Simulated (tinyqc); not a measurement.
Global model of a low-pressure process discharge: electron temperature, density, ion flux and ion energy: one step, computed by the program tinyqc.

Maxwellian electrons with temperature T_e in eV, one positive ion, no negative ions, uniform bulk density n; rate constants have the Arrhenius form.

Question. Energy per pair and density. E_c = E_iz + (X0 exp(-E_ex/T_e) E_ex + K_el (3 m_0/M) T_e)/K_iz; wall potential V_s = (T_e/2) ln(M/(2 pi m_0)); E_T = E_c + 2 T_e + T_e/2 + V_s; n = P/(e u_B A_eff E_T); ion current density J = e h_L n u_B; ionised share n/n_g.

Inputs (values chosen for the exercise, of the order of those of an inductive discharge in a simple atomic gas): ion mass M = 40 u; ionisation energy E_iz = 13.6 eV; excitation prefactor X0 = 9.8e-15 m^3/s; excitation energy E_ex = 10.8 eV; elastic rate constant K_el = 8.2e-14 m^3/s; gas temperature T_g = 300 K; absorbed power P = 430 W.

T_e = 2.785462 eV

K_iz = 4.243733e-16 m^3/s

Bohm velocity u_B = 2592.085 m/s

A_eff = 260.0937 cm^2

h_L = 0.3423858

gas density n_g = 8.450132e+19 1/m^3

Constants: m_0 = 9.1093837015e-31 kg; u = 1.6605390666e-27 kg; e = 1.602176634e-19 C.

Give: collisional loss per pair E_c; wall potential V_s; E_T; plasma density n; ion current density J; ionised share.

Answer.

collisional loss per pair E_c = 18.79 eV

wall potential V_s = 13.03 V

E_T = 38.79 eV

plasma density n = 1.026e+12 1/cm^3

ion current density J = 14.59 mA/cm^2

ionised share = 0.01215

Collisions take 48 % of the power and the walls the rest. T_e came from the particle balance alone; the power sets only n.
